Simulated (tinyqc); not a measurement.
From results back to parameters: special k points of the fcc lattice. Three cases, with inputs chosen for the exercise.

Problem. E(k) = -sqrt(D^2 + (e0 - t A_1(k))^2) with A_1 = 12 at Gamma and A_1 = 0 at b1/2; t > 0 and D > 0 are hidden.

Case 1.

Values chosen: e0 = 0.97 eV (offset).
E at Gamma = -3.424982 eV
E at b1/2 = -3.076898 eV

Case 2.

Values chosen (out of a larger set: the lattice of Si, GaAs, Cu and Al; not measured data): e0 = 1.22 eV (offset).

E at Gamma = -3.026764 eV
E at b1/2 = -2.232779 eV

Case 3.

Values chosen (out of a larger set: the lattice of Si, GaAs, Cu and Al; not measured data): e0 = 0.99 eV (offset).

E at Gamma = -2.850439 eV
E at b1/2 = -2.010622 eV

Find: t; D.

Solution. The difference of the squares is 144 t^2 - 24 e0 t; it is positive, so the quadratic has one positive root t; D^2 follows from either energy.

Case 1.

t = 0.230 eV
D = 2.920 eV

Case 2.

t = 0.300 eV
D = 1.870 eV

Case 3.

t = 0.270 eV
D = 1.750 eV

Computed by tinyqc, one run a case: `OMP_NUM_THREADS=1 python tinyqc.py N N+1 out.jsonl` with N = 1681203, 1681320, 1681430; one thread of a shared Intel(R) Xeon(R) Processor @ 2.30GHz, about 0.2 s a run at most.
